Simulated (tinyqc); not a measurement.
Schottky diode by thermionic emission with image-force lowering and series resistance: two steps of the calculation.

Metal on an n-type semiconductor with one parabolic valley; V > 0 is forward bias (metal positive). I = I0 [exp(Vj/(n Vt)) - 1] with Vj = V - I Rs; I0 = S A* T^2 exp(-(phi - dphi)/Vt), the lowering dphi taken at zero bias.

Parameters, values chosen for the exercise; band and dielectric values those of a made-up semiconductor: temperature T = 400 K; ideality factor n = 1; series resistance Rs = 5 ohm; applied bias V = 0.42 V.

Constants: q = 1.602176634e-19 C, kB = 1.380649e-23 J/K, Vt = kB T/q. Results are converted to the units shown.

Problem 1. Junction voltage. Fixed-point step: I = (V - Vj)/Rs, then Vj(new) = n Vt ln(1 + I/I0).

I0 = 5.5424508e-6 A
Vj after iteration 1 = 0.30063608 V

Wanted: Vj after iteration 2.

Solution 1.

Vj after iteration 2 = 0.2884 V

Problem 2. Current and small-signal resistance. I = I0 [exp(Vj/(n Vt)) - 1], dV/dI = Rs + n Vt/(I + I0).

I0 = 5.5424508e-6 A
converged Vj = 0.29109849 V

Find: I; drop over Rs; dV/dI.

Solution 2.

I = 25.780 mA
drop over Rs = 0.12890 V
dV/dI = 6.3368 ohm

Program tinyqc, `OMP_NUM_THREADS=1 python tinyqc.py 2640102 2640103 out.jsonl`; Intel Xeon 2.30GHz, shared host, one thread, about 0.01 s.
